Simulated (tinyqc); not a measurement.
Inside a calculation. Model: CMOS latch-up, two-transistor model.

Program tinyqc, `OMP_NUM_THREADS=1 python tinyqc.py 2670007 2670008 out.jsonl`; Intel Xeon 2.30GHz, shared host, one thread, about 0.06 s. Printed values are rounded.

A parasitic pnp (emitter at Vdd, base shunted by Rw) and npn (emitter at ground, base shunted by Rs) feed each other: the npn collector current flows out of the pnp base node, the pnp collector current into the npn base node. Forward-active transistors with constant gains: Icn = Isn exp(Vn/Vt), Icp = Isp (exp(Vp/Vt) - 1). A current Ii is injected into the npn base node.

Parameters, values chosen for the exercise; values close to those of bulk CMOS:
```
symbol,value,unit,meaning
T,300,K,temperature
bn,1.3,,current gain of the npn
bp,5.8,,current gain of the pnp
Isn,9.5e-15,A,saturation current of the npn at T
Isp,2e-15,A,saturation current of the pnp at T
Rs,84,ohm,substrate resistance shunting the npn
Rw,800,ohm,well resistance shunting the pnp
R2,270,ohm,resistance from the pnp collector to the npn base
Von,0.69,V,base-emitter voltage in the on state
Vsat,0.12,V,saturation voltage
Vdd,3.3,V,supply voltage
Ii,6.56,mA,current injected into the substrate
```

Constants: q = 1.602176634e-19 C, kB = 1.380649e-23 J/K, Vt = kB T/q. Results are converted to the units shown.

## Holding current and voltage

On state with both base-emitter voltages at Von: npn base current Ib = (Von/Rs + bp Von/Rw)/(bn bp - 1), holding current Ih = (bn + 1) Ib + Von/Rs, holding voltage Vh = Vsat + Von + R2 (Ib + Von/Rs).

bn bp = 7.54
Ib = 2.020915 mA
Ih = 12.86239 mA
Vh = 3.573504 V

Vh is above Vdd = 3.3 V, so the supply cannot sustain a latched state.

## The off branch

| point | Vn (V) |
|---|---|
| 0 | 0.45 |
| 1 | 0.53 |
| 2 | 0.58 |
| 3 | 0.61 |
| 4 | 0.63 |
| 5 | 0.65 |
| 6 | 0.665 |
| 7 | 0.68 |

Node equations: Vp/Rw + Icp/bp = Icn and Vn/Rs + Icn/bn = Icp + Ii. Loop gain G = gn gp/[(1/Rw + gp/bp)(1/Rs + gn/bn)], gn = Icn/Vt, gp = (Icp + Isp)/Vt; the off state ends where G = 1, and Ii there is the trigger current. For each Vn: Icn, then Vp from the first equation, then Ii from the second.

| point | Icn (mA) | Vp (V) | Icp (mA) | Ii (mA) | G |
|---|---|---|---|---|---|
| 0 | 3.4466e-4 | 2.7573e-4 | 2.1445e-14 | 5.3574 | 6.9994e-14 |
| 1 | 0.0076091 | 0.0060873 | 5.3100e-13 | 6.3154 | 1.9003e-12 |
| 2 | 0.052637 | 0.042110 | 8.1964e-12 | 6.9453 | 4.7692e-11 |
| 3 | 0.16799 | 0.13439 | 3.5996e-10 | 7.3911 | 4.3059e-9 |
| 4 | 0.36413 | 0.29130 | 1.5658e-7 | 7.7801 | 3.0013e-6 |
| 5 | 0.78930 | 0.62329 | 0.059126 | 8.2861 | 1.1999 |
| 6 | 1.4100 | 0.72417 | 2.9280 | 6.0733 | 5.5201 |
| 7 | 2.5190 | 0.75362 | 9.1462 | 0.88667 | 6.3759 |

Ii peaks at 8.287 mA, at Vn = 0.6497 V where G = 1; beyond it the loop feeds itself.

## Iteration 1: response to the injected current, once round the loop per iteration

Vn at the start = 0.5 V

Icn = Isn exp(Vn/Vt); Vp solves Vp/Rw + Icp/bp = Icn; Vn(new) solves Vn/Rs + (Isn/bn) exp(Vn/Vt) = Icp + Ii.

Icn = 0.002384262 mA
Vp = 0.001907409 V
Icp = 1.531439e-13 mA
Vn after iteration 1 = 0.5499753 V

## Course of the iteration: response to the injected current, once round the loop per iteration

Stop when Vn changes by less than 1e-9 V, or after 150 iterations. Vn must stay below 1.1 V.

Course of the iteration:

| iteration | Vn (V) | \|change\| (V) |
|---|---|---|
| 1 | 0.5499753 | 0.0500 |
| 2 | 0.5499753 | 9.49e-14 |

Converged in 2 iterations. The change falls from 0.050 in the first iteration to below the tolerance in the last. An off state exists, since Ii is below the trigger current, the largest Ii that the node equations allow, 8.287 mA.
